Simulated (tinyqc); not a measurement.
Inside a calculation. Method: Jacobi rotations on a symmetric matrix. Computed by tinyqc, a small Python program that keeps every step. Settings: method = jacobi. Command: `OMP_NUM_THREADS=1 python tinyqc.py 26778 26779 out.jsonl` (the two numbers bound the seeds that draw the settings). One thread of a shared host (Intel(R) Xeon(R) Processor @ 2.60GHz), about 0.01 s of CPU time with the checks.

## Jacobi rotation 1

A:
```
[[0.14300, -0.16500, -0.38100, 0.18000, -0.08200, 0.35100],
 [-0.16500, 0.16800, -0.09500, -0.17100, -0.09600, 0.47600],
 [-0.38100, -0.09500, 0.46500, 0.03000, 0.19700, 0.14500],
 [0.18000, -0.17100, 0.03000, 0.60300, -0.10900, -0.07100],
 [-0.08200, -0.09600, 0.19700, -0.10900, 0.98000, -0.02300],
 [0.35100, 0.47600, 0.14500, -0.07100, -0.02300, 1.19900]]
```

Take the largest off-diagonal element A_pq; tan 2 theta = 2 A_pq / (A_qq - A_pp) with |theta| <= pi/4; A' = J^T A J with J_pp = J_qq = cos, J_pq = sin, J_qp = -sin.

p, q, theta (rad): [2.00000, 6.00000, 0.37279]

A':
```
[[0.14300, -0.28151, -0.38100, 0.18000, -0.08200, 0.26680],
 [-0.28151, -0.01815, -0.14129, -0.13340, -0.08103, 0.00000],
 [-0.38100, -0.14129, 0.46500, 0.03000, 0.19700, 0.10044],
 [0.18000, -0.13340, 0.03000, 0.60300, -0.10900, -0.12840],
 [-0.08200, -0.08103, 0.19700, -0.10900, 0.98000, -0.05638],
 [0.26680, 0.00000, 0.10044, -0.12840, -0.05638, 1.38515]]
```

## Jacobi rotation 2

As before.

p, q, theta (rad): [1.00000, 3.00000, -0.58549]

A':
```
[[-0.10962, -0.31269, 0.00000, 0.16660, 0.04052, 0.27786],
 [-0.31269, -0.01815, 0.03781, -0.13340, -0.08103, 0.00000],
 [0.00000, 0.03781, 0.71762, -0.07447, 0.20950, -0.06372],
 [0.16660, -0.13340, -0.07447, 0.60300, -0.10900, -0.12840],
 [0.04052, -0.08103, 0.20950, -0.10900, 0.98000, -0.05638],
 [0.27786, 0.00000, -0.06372, -0.12840, -0.05638, 1.38515]]
```

## Jacobi rotation 3

As before.

p, q, theta (rad): [1.00000, 2.00000, -0.71278]

A':
```
[[-0.37991, 0.00000, 0.02473, 0.03881, -0.02233, 0.21022],
 [0.00000, 0.25214, 0.02860, -0.20986, -0.08780, -0.18171],
 [0.02473, 0.02860, 0.71762, -0.07447, 0.20950, -0.06372],
 [0.03881, -0.20986, -0.07447, 0.60300, -0.10900, -0.12840],
 [-0.02233, -0.08780, 0.20950, -0.10900, 0.98000, -0.05638],
 [0.21022, -0.18171, -0.06372, -0.12840, -0.05638, 1.38515]]
```

## All rotations

The off-diagonal norm falls at every rotation.

Rotations:
```
step    p    q      theta  off-diagonal norm
1       2    6    0.37279           9.60e-01
2       1    3   -0.58549           7.94e-01
3       1    2   -0.71278           6.59e-01
4       1    6    0.11692           5.89e-01
5       2    4   -0.43726           5.08e-01
6       2    6   -0.16536           4.07e-01
7       3    5    0.50567           2.79e-01
8       2    5   -0.12457           2.16e-01
9       4    5   -0.20861           1.74e-01
10      5    6   -0.15931           1.57e-01
11      2    3    0.10037           1.40e-01
...   ...  ...        ...                ...
34      3    5   -0.00006           1.29e-05
35      1    3   9.02e-06           2.30e-06
36      1    5   8.25e-07           1.44e-06
37      2    6  -4.79e-07           1.11e-06
38      1    6  -2.90e-07           7.97e-07
39      4    5  -1.07e-06           4.73e-07
40      2    3  -6.85e-07           7.00e-09
41      3    4  -3.73e-08           3.77e-09
42      2    5   1.58e-09           3.00e-09
43      1    2  -2.97e-09           2.10e-09
44      5    6  -4.43e-09           8.77e-11
```

eigenvalues: [-0.41050, 0.09994, 0.58791, 0.69984, 1.12274, 1.45807]
